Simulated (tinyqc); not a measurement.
## Slope factor and drain-induced lowering from three currents

Inverse problem. With source and body at 0 V, I = A exp((Vg + dd Vd)/(nf Vt)) (1 - exp(-Vd/Vt)). Find nf, the swing nf Vt ln 10 and dd.

Inputs (values chosen for the exercise): temperature T = 378 K.

Constants: q = 1.602176634e-19 C, kB = 1.380649e-23 J/K, Vt = kB T/q. Results are converted to the units shown.

currents at (Vg, Vd) = (0, 0.05), (0, 1.1) and (0.1, 1.1) V (nA/um): 0.24916469  7.6451931  57.615965

Answer. The pair at equal Vd gives nf; the pair at equal Vg, after dividing out the factors 1 - exp(-Vd/Vt), gives dd.

nf = 1.520
swing = 114.0 mV/decade
dd = 0.1500

Numbers from tinyqc (`OMP_NUM_THREADS=1 python tinyqc.py 2242121 2242122 out.jsonl`; about 0.03 s on one thread of a shared Intel Xeon 2.30GHz).
